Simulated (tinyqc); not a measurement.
Graded (staircase) quantum well by finite differences: one step. Lowest levels on the coarse grid. Three cases, with inputs chosen for the exercise.

Problem. Diagonalise the symmetric tridiagonal matrix; give the three lowest levels and the weights u_i^2 (sum 1) of the two lowest.

Case 1.

diagonal H_ii (eV): 0.525908  0.529988  0.545512  0.435861  0.388041  0.376398  0.396201  0.452181  0.569992  0.562628  0.566708

H_(i,i+1) (eV): -0.139654  -0.139654  -0.151098  -0.173923  -0.188199  -0.188199  -0.173923  -0.151098  -0.139654  -0.139654

Case 2.

diagonal H_ii (eV): 0.380204  0.384954  0.389704  0.406814  0.312158  0.287993  0.289595  0.297493  0.331158  0.435314  0.427704  0.432454  0.437204

H_(i,i+1) (eV): -0.075352  -0.075352  -0.075352  -0.087712  -0.118946  -0.144797  -0.144797  -0.118946  -0.087712  -0.075352  -0.075352  -0.075352

Case 3.

diagonal H_ii (eV): 0.228745  0.228745  0.228745  0.231401  0.166992  0.130761  0.119596  0.130761  0.166992  0.231401  0.228745  0.228745  0.228745

H_(i,i+1) (eV): -0.049372  -0.049372  -0.049372  -0.052029  -0.056963  -0.059798  -0.059798  -0.056963  -0.052029  -0.049372  -0.049372  -0.049372

Give: levels; weights on the points.

Solution.

Case 1.

levels (eV): 0.0685  0.2034  0.3030

weights on the points:
```
             1      2      3      4      5      6      7      8      9     10     11
level 1  0.000  0.001  0.010  0.078  0.256  0.360  0.227  0.061  0.007  0.001  0.000
level 2  0.004  0.021  0.076  0.240  0.173  0.002  0.209  0.210  0.052  0.011  0.002
```

Case 2.

levels (eV): 0.0554  0.1707  0.2544

weights on the points:
```
             1      2      3      4      5      6      7      8      9     10     11     12
level 1  0.000  0.000  0.000  0.005  0.069  0.268  0.378  0.228  0.050  0.003  0.000  0.000
level 2  0.000  0.001  0.007  0.047  0.260  0.199  0.003  0.243  0.208  0.028  0.003  0.000

            13
level 1  0.000
level 2  0.000
```

Case 3.

levels (eV): 0.0274  0.0811  0.1261

weights on the points:
```
             1      2      3      4      5      6      7      8      9     10     11     12
level 1  0.000  0.000  0.000  0.004  0.050  0.242  0.407  0.242  0.050  0.004  0.000  0.000
level 2  0.000  0.001  0.005  0.031  0.200  0.263  0.000  0.263  0.200  0.031  0.005  0.001

            13
level 1  0.000
level 2  0.000
```

Computed by tinyqc, one run a case: `OMP_NUM_THREADS=1 python tinyqc.py N N+1 out.jsonl` with N = 1280407, 1280722, 1280730; one thread of a shared Intel(R) Xeon(R) Processor @ 2.30GHz, about 0.02 s a run at most.
